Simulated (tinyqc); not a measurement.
Van der Pauw, Hall and four-point-probe measurements on a doped layer: one step of the calculation.

A uniform p-type layer with sheet resistance Rs = 1/(q ns mu), point contacts, low field (mu B small).

Task. New z. The van der Pauw equation exp(-pi RA z) + exp(-pi RB z) = 1 is solved for z = 1/Rs: e1 = exp(-pi RA z), e2 = exp(-pi RB z), f = e1 + e2 - 1, f' = -pi (RA e1 + RB e2), z(new) = z - f/f'.

z after iteration 1 = 0.017852867 mS
RA = 7691.0237 ohm
RB = 18648.240 ohm

Give: e1; e2; f; f'; z after iteration 2.

Result.

e1 = 0.6496
e2 = 0.3514
f = 9.944e-4
f' = -36.28 kohm
z after iteration 2 = 0.01788 mS

Numbers from tinyqc (`OMP_NUM_THREADS=1 python tinyqc.py 2850193 2850194 out.jsonl`; about 0.01 s on one thread of a shared Intel Xeon 2.30GHz).
